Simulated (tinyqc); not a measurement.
Slater-Koster d bands of a bcc metal: sweeps and comparisons. A value that a table varies takes the place of the one given here.

Slater-Koster d bands. For a bond with direction cosines (l, m, n) the 5 x 5 block is dds Ps + ddp Pp + ddd (1 - Ps - Pp), the projectors on sigma, pi and delta states about the bond; for instance <xy|xy> = 3 l^2 m^2 dds + (l^2 + m^2 - 4 l^2 m^2) ddp + (n^2 + l^2 m^2) ddd, <xy|yz> = 3 l m^2 n dds + l n (1 - 4 m^2) ddp + l n (m^2 - 1) ddd and <3z2-r2|3z2-r2> = (n^2 - (l^2 + m^2)/2)^2 dds + 3 n^2 (l^2 + m^2) ddp + (3/4)(l^2 + m^2)^2 ddd. H(k) sums the blocks times cos(k.R) over the neighbours; the d level is the zero of energy; k in 2 pi/a.

Neighbours: eight at (a/2)(1,1,1) and equivalents, and six at a(1,0,0) and equivalents with the integrals times f2.

Mesh: k = f1 b1 + f2 b2 + f3 b3 with fractions (j + 1/2)/N, j = 0 to N - 1, and b = (-1,1,1), (1,-1,1), (1,1,-1) for fcc, (0,1,1), (1,0,1), (1,1,0) for bcc, unit vectors for simple cubic. The lowest Nd/10 of all levels are filled with two electrons each; the bond energy is their sum per atom.

Parameters, chosen for this exercise (of the size met in Nb; not measured data): dds = -1.13 eV (dd sigma); ddp = 0.531 eV (dd pi); ddd = -0.079 eV (dd delta); f2 = 0.487 (factor on all three integrals for second neighbours); N = 10 (mesh).

## Band filling: full bands against the rectangular model

W = sqrt(12 mu2) with mu2 the mean square level on the mesh; rectangular model: Fermi level W (Nd/10 - 1/2), bond energy -W Nd (10 - Nd)/20. The Fermi level of the mesh is the highest filled level.

Per atom (eV):

| Nd | EF, bands | bond energy, bands | EF, rectangle | bond energy, rectangle |
|---|---|---|---|---|
| 1 | -2.561 | -2.893 | -2.590 | -2.913 |
| 2 | -2.017 | -5.160 | -1.942 | -5.179 |
| 3 | -1.606 | -6.969 | -1.295 | -6.798 |
| 4 | -0.640 | -8.224 | -0.647 | -7.769 |
| 5 | 0.503 | -8.128 | 0.000 | -8.093 |
| 6 | 0.921 | -7.388 | 0.647 | -7.769 |
| 7 | 1.228 | -6.284 | 1.295 | -6.798 |
| 8 | 1.627 | -4.883 | 1.942 | -5.179 |
| 9 | 2.422 | -2.898 | 2.590 | -2.913 |

W = 6.474 eV
full width on the mesh = 7.545 eV

What does this show, and why?

The bond energy is deepest at Nd = 4 (-8.224 eV); the rectangle has its minimum at 5. The two differ most at Nd = 7, by 0.514 eV or 6 % of the deepest value: the second moment fixes the parabola, and higher moments the rest. At Nd = 3 and 7 the bands give -6.969 and -6.284 eV, a skew towards less than half filling.

## Which lattice a d-band metal prefers

fcc has twelve neighbours, bcc eight and six (the six times f2), simple cubic six. The integrals of bcc and sc are scaled so that all three have the second moment of fcc, which stands for equal repulsion (structural energy difference theorem). s and p electrons are left out.

Bond energy per atom:

| Nd | fcc (eV) | bcc - fcc (meV) | sc - fcc (meV) |
|---|---|---|---|
| 1 | -3.442 | 177 | -206 |
| 2 | -5.798 | -24 | -163 |
| 3 | -7.607 | -258 | 148 |
| 4 | -8.855 | -426 | 564 |
| 5 | -9.298 | 126 | 813 |
| 6 | -8.793 | 456 | 502 |
| 7 | -7.484 | 392 | 24 |
| 8 | -5.583 | 73 | -378 |
| 9 | -3.059 | -211 | -588 |

scale factors: bcc 1.1285, sc 1.4142

mu3/mu2^1.5: fcc -0.122, bcc -0.113, sc 0.000

mu4/mu2^2: fcc 1.835, bcc 1.766, sc 2.544

largest change of a difference when N is raised to 14 = 21 meV

What can be read from the table?

fcc is lowest for Nd = 5, 6 and 7. bcc is lowest for Nd = 3 and 4. sc is lowest for Nd = 1, 2, 8 and 9. bcc gains most on fcc at Nd = 4 (-426 meV). A small fourth moment marks a two-peaked band, which tends to favour fillings near one half; bcc has -4 % against fcc, and at Nd = 5 it lies +126 meV from fcc, which the fourth moment alone does not explain (differences of a few tens of meV are within the error of the mesh; hcp is left out, and this d-only model can miss the lattice of the real metal). The third moments, from three-membered rings, skew the bands. That simple cubic wins anywhere comes from keeping d bands and equal second moments alone; no transition metal takes it. Differences below about 21 meV are within the error of this mesh, and the s and p electrons left out weigh most where the d band is nearly empty or full.

## What each integral does

Levels at Gamma, E(t2g) = (8/3) dds + (16/9) ddp + (32/9) ddd + f2 (4 ddp + 2 ddd), E(eg) = (16/3) ddp + (8/3) ddd + f2 (3 dds + 3 ddd), and W = sqrt(12 mu2), the width of a rectangular band with the same second moment mu2 = z (dds^2 + 2 ddp^2 + 2 ddd^2)/5, z = 8 + 6 f2^2. Each row changes one parameter from the base and keeps the others.

Results:

| case | t2g (eV) | eg (eV) | W (eV) |
|---|---|---|---|
| base | -1.3928 | 0.8550 | 6.4740 |
| dds = -0.9605 eV | -0.9408 | 1.1026 | 5.8223 |
| ddp = 0.4514 eV | -1.6894 | 0.4305 | 6.1948 |
| ddd = -0.0909 eV | -1.4467 | 0.8059 | 6.4811 |
| f2 = 0.56 | -1.2493 | 0.5902 | 6.6297 |

How do the results move?

The largest shifts from the base row, up to three for each result and ties (the steps differ in size, so this ranks the rows, not the parameters). t2g (eV): dds +0.4520, ddp -0.2966, f2 +0.1435. eg (eV): ddp -0.4245, f2 -0.2648, dds +0.2476. W (eV): dds -0.6517, ddp -0.2792, f2 +0.1557. The ratio of the shifts of t2g and eg names the integral: it is the ratio of the coefficients in the two formulas.

Run: tinyqc, `OMP_NUM_THREADS=1 python tinyqc.py 1451760 1451761 out.jsonl`; Intel(R) Xeon(R) Processor @ 2.30GHz, one thread, shared host; about 0.06 s of CPU time with all checks.
